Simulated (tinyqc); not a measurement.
# ESD clamp with bipolar snapback, compact model and design window: what changes with what

The drain junction multiplies the current that enters it: Igen = (M - 1)(Ic + I0), M = 1/(1 - (Vj/BV)^n). The generated holes leave through the substrate resistance and the base of the parasitic npn: Igen = Vb/Rb + Ic/be, Ic = Is exp(Vb/Vt). Terminal current I = Ic + I0 + Igen and voltage V = Vj + I Ro, per width. Isothermal, constant gain.

Parameters, values chosen for the exercise; values close to those of grounded-gate n-channel clamps: temperature T = 300 K; junction breakdown voltage BV = 11.8 V; exponent of the multiplication n = 2.7; current gain of the parasitic npn be = 7.2; saturation current Is = 2.8e-17 A/um; junction leakage I0 = 4.8e-12 A/um; substrate resistance Rb = 10000 ohm um; drain ballast and contact resistance Ro = 260 ohm um; failure current for 100 ns It2 = 5.9 mA/um.

Constants: q = 1.602176634e-19 C, kB = 1.380649e-23 J/K, Vt = kB T/q. Results are converted to the units shown.

Each table varies one quantity; the others keep the values above.

## Failure current against pulse length

Power to failure goes as 1/t for pulses shorter than ta = 5.2 ns (adiabatic) and as 1/sqrt(t) beyond: Pf = P100 sqrt(100 ns/t) for t > ta and Pf(ta) ta/t below, with P100 = Vt2 It2 at 100 ns. The failure current solves V I = Pf on the curve (I(Vb), V(Vb)). For given Vb: Ic, Igen, M = 1 + Igen/(Ic + I0), Vj = BV (1 - 1/M)^(1/n), I and V. Vt1 is the maximum of V along the curve, Vh the following minimum, Vt2 the voltage at I = It2.

Results:
```
t (ns)  Pf (mW/um)  failure current (mA/um)  V at failure (V)  energy (nJ/um)
1            961.7                    51.25             18.76          0.9617
2            480.9                    33.78             14.23          0.9617
5            192.3                    18.63             10.32          0.9617
20           94.30                    11.19             8.431           1.886
50           59.64                    7.842             7.606           2.982
100          42.17                    5.900             7.148           4.217
200          29.82                    4.375             6.817           5.964
500          18.86                    2.878             6.553           9.430
```

Estimate the missing row, t = 10 ns.

Computed row:
```
t (ns)  Pf (mW/um)  failure current (mA/um)  V at failure (V)  energy (nJ/um)
10           133.4                    14.42             9.248           1.334
```

With this row back in the table: The failure current falls from 51.3 to 2.88 mA/um, as t^(-0.60) at the start and t^(-0.46) at the end, more slowly than the power since V rises with I. The voltage at failure falls from 18.8 to 6.55 V.

## Effect of the current gain of the parasitic npn

Same model as above.

It1 and Ih are the currents at Vt1 and Vh.

Result of one run:
```
be   Vt1 (V)  It1 (uA/um)  Vh (V)  Ih (uA/um)  Vt2 (V)  Vt2 - Vt1 (V)
4.9    11.81        50.41   7.053        1717    7.805         -4.008
```

What becomes of these results when the current gain of the parasitic npn be is changed from 4.9 to 2.9, all else the same?

Result of the changed run:
```
be   Vt1 (V)  It1 (uA/um)  Vh (V)  Ih (uA/um)  Vt2 (V)  Vt2 - Vt1 (V)
2.9    11.81        50.41   7.911        1445    8.770         -3.042
```

The whole series:
```
be   Vt1 (V)  It1 (uA/um)  Vh (V)  Ih (uA/um)  Vt2 (V)  Vt2 - Vt1 (V)
1      11.81        50.42   9.648       968.6    10.71         -1.103
1.7    11.81        50.42   8.810        1193    9.775         -2.038
2.9    11.81        50.41   7.911        1445    8.770         -3.042
4.9    11.81        50.41   7.053        1717    7.805         -4.008
8.2    11.81        50.41   6.295        2002    6.940         -4.872
14     11.81        50.41   5.630        2311    6.167         -5.645
24     11.81        50.41   5.098        2626    5.533         -6.279
40     11.81        50.41   4.713        2911    5.065         -6.748
```

As be goes from 1 to 40, Vt1 stays near 11.8 V, It1 stays near 50.4 uA/um, Vh falls from 9.65 to 4.71 V and Vt2 falls from 10.7 to 5.06 V. Vt2 exceeds Vt1, the condition for all fingers to turn on, in 0 of the 8 rows. A higher gain needs less multiplication to hold, so Vh falls.

## Effect of the exponent of the multiplication

Same model as above.

Result of one run:
```
n  Vt1 (V)  It1 (uA/um)  Vh (V)  Ih (uA/um)  Vt2 (V)  Vt2 - Vt1 (V)
3    11.81        50.70   6.897        1889    7.581         -4.231
```

What becomes of these results when the exponent of the multiplication n is changed from 3 to 2, all else the same?

Result of the changed run:
```
n  Vt1 (V)  It1 (uA/um)  Vh (V)  Ih (uA/um)  Vt2 (V)  Vt2 - Vt1 (V)
2    11.81        49.59   5.210        1994    5.863         -5.949
```

The whole series:
```
n    Vt1 (V)  It1 (uA/um)  Vh (V)  Ih (uA/um)  Vt2 (V)  Vt2 - Vt1 (V)
2      11.81        49.59   5.210        1994    5.863         -5.949
2.5    11.81        50.20   6.160        1952    6.824         -4.988
3      11.81        50.70   6.897        1889    7.581         -4.231
3.5    11.81        51.12   7.481        1820    8.187         -3.625
4      11.81        51.49   7.952        1752    8.681         -3.132
4.5    11.81        51.81   8.339        1686    9.091         -2.722
5      11.81        52.10   8.662        1625    9.435         -2.378
5.5    11.81        52.36   8.935        1568    9.728         -2.084
6      11.81        52.60   9.168        1515    9.981         -1.832
```

As n goes from 2 to 6, Vt1 stays near 11.8 V, It1 rises from 49.6 to 52.6 uA/um, Vh rises from 5.21 to 9.17 V and Vt2 rises from 5.86 to 9.98 V. Vt2 exceeds Vt1, the condition for all fingers to turn on, in 0 of the 9 rows.

Program tinyqc, `OMP_NUM_THREADS=1 python tinyqc.py 2670004 2670005 out.jsonl`; Intel Xeon 2.30GHz, shared host, one thread, about 0.01 s.
